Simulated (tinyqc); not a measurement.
Worked calculation: Hubbard ring of 4 sites. One step of it, computed by the program tinyqc.

Problem. Mean-field iteration 3. H(up) = T + U n(down), H(down) = T + U n(up); fill the lowest levels; n(new) = n + mixing (n(out) - n); E = tr T (rho up + rho down) + U sum n_up n_down of the output.

one-body matrix (hopping and site energies) (eV), lower triangle:
```
           1          2          3         4
1   0.330000
2  -1.630000   1.000000
3   0.000000  -1.630000  -0.020000
4  -1.630000   0.000000  -1.630000  0.610000
```

U = 3.700000 eV

electrons, up and down: 2  2

mixing = 0.500000

n(up) after iteration 2: 1 0.421773, 2 0.546326, 3 0.452045, 4 0.579856

n(down) after iteration 2: 1 0.421773, 2 0.546326, 3 0.452045, 4 0.579856

Give: levels, up; levels, down; energy; n(up) after iteration 3; n(down) after iteration 3.

Solution.

levels, up (eV): -0.982  1.773  2.887  5.643

levels, down (eV): -0.982  1.773  2.887  5.643

energy = -0.319 eV

n(up) after iteration 3: 1 0.600, 2 0.370, 3 0.628, 4 0.401

n(down) after iteration 3: 1 0.600, 2 0.370, 3 0.628, 4 0.401
